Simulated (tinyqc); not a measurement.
Shallow donor in an anisotropic valley (effective-mass theory): sweeps and comparisons. A value that a table varies takes the place of the one given here.

One valley: H = -c [(d2/dx2 + d2/dy2)/mt + (d2/dz2)/ml] - q/(eps r), c = hbar^2/2m0, q = e^2/(4 pi eps0). Trial function exp(-sqrt((x^2 + y^2)/a^2 + z^2/b^2)) with a > b: T = (c/3)(2/(mt a^2) + 1/(ml b^2)), V = -(q/eps) atan(u/b)/u, u = sqrt(a^2 - b^2). The central cell of the impurity is left out.

Constants: hbar^2/2m0 = 3.80998211 eV angstrom^2; e^2/(4 pi eps0) = 14.39964547 eV angstrom; Ry = 13.60569312 eV; a0 (Bohr radius) = 0.5291772105 angstrom.

Parameters, chosen for this exercise (near those of a group-V donor in Si; the results hold for these values, not for the real material): mt = 0.186 m0 (transverse mass); eps = 11 (dielectric constant); xs = (1.4, 2.1, 2.8, 4.7, 11, 30, 45, 100) (ratios ml/mt); E0 = -33.1 meV (single-valley level); D0 = 3.97 meV (central-cell shift); D1 = 3.84 meV (coupling of perpendicular valleys); D2 = 2.98 meV (coupling of opposite valleys); ml = 0.936 m0 (longitudinal mass).

## Mass anisotropy

mt and eps fixed, ml varied. Energies in units of Ry*(mt) = Ry mt/eps^2 and lengths in a*(mt) = a0 eps/mt; the last two columns use one mass, 3/(1/ml + 2/mt) or (ml mt^2)^(1/3).

Results:
```
ml/mt   a/a*    b/a  binding  conductivity mass  density-of-states mass
1.40   0.932  0.887    1.115              1.105                   1.119
2.10   0.862  0.768    1.259              1.212                   1.281
2.80   0.818  0.694    1.364              1.273                   1.409
4.70   0.751  0.579    1.557              1.356                   1.675
11.0   0.665  0.431    1.874              1.435                   2.224
30.0   0.594  0.305    2.230              1.475                   3.107
45.0   0.571  0.266    2.363              1.484                   3.557
100    0.536  0.203    2.605              1.493                   4.642
```

What can be read from the table?

The binding grows from 1.11 to 2.60 Ry*(mt); for ml going to infinity the exact problem becomes two-dimensional, with 4 Ry*. The conductivity mass saturates at 1.5 and underbinds, by 13 % at ml/mt = 4.7; the density-of-states mass errs by +8 % there and by +78 % in the last row. With these mt and eps one unit is 20.91 meV.

## Strain along [001] (shallow donor in effective-mass theory, with valley-orbit splitting)

Basis: the 1s envelopes of the valleys +x, -x, +y, -y, +z, -z. Diagonal E0 - D0, element -D2 between opposite valleys and -D1 between perpendicular ones. Strain along [001] adds 2 Ds/3 to the z valleys and -Ds/3 to the others.

Ground level, gap to the next level, weight in the z valleys and contact density (sum of amplitudes)^2/6.

Results:
```
Ds (meV)  ground (meV)  gap (meV)  z weight  contact density  ground less band edge (meV)
-120           -121.09       7.00     0.991            0.426                       -41.09
-40             -70.03       9.27     0.915            0.625                       -43.36
-15             -57.85      13.76     0.660            0.893                       -47.85
-5              -55.67      18.24     0.439            0.988                       -52.33
0               -55.41      21.32     0.333            1.000                       -55.41
5               -55.63      19.88     0.248            0.991                       -53.97
15              -57.09      18.00     0.139            0.946                       -52.09
40              -63.42      16.00     0.045            0.847                       -50.09
120             -88.65      14.56     0.007            0.743                       -48.65
```

How do the results move?

The scale is the A1-E splitting 6 D1 = 23.0 meV. The contact density is largest without strain and falls to 0.426 and 0.743 at the ends, towards 1/3 (two valleys) and 2/3 (four valleys). The binding below the lowest band edge drops from 55.4 meV to 41.1 meV when the two z valleys are lowest and to 48.6 meV when the four others are, since fewer valleys share the coupling.

## What each parameter does

The minimum of the trial energy. Each row changes one parameter from the base and keeps the others.

Results:
```
case           E (meV)  a (angstrom)  b (angstrom)    b/a
base            -33.09         23.26         13.15  0.566
ml = 1.17 m0    -34.84         22.49         11.77  0.523
mt = 0.167 m0   -30.47         25.48         13.88  0.545
eps = 12.1      -27.35         25.58         14.47  0.566
```

What can be read from the table?

The largest shifts from the base row, up to three for each result and ties (the steps differ in size, so this ranks the rows, not the parameters). E (meV): eps +5.74, mt +2.62, ml -1.75. a (angstrom): eps +2.33, mt +2.22, ml -0.77. b (angstrom): ml -1.39, eps +1.32, mt +0.73. b/a: ml -0.042, mt -0.021; unchanged at the printed digits by eps. eps only rescales the solution (E as 1/eps^2, lengths as eps), so b/a depends on ml/mt alone.

tinyqc: `OMP_NUM_THREADS=1 python tinyqc.py 1280824 1280825 out.jsonl`; about 0.01 s, one thread, shared Intel(R) Xeon(R) Processor @ 2.30GHz.
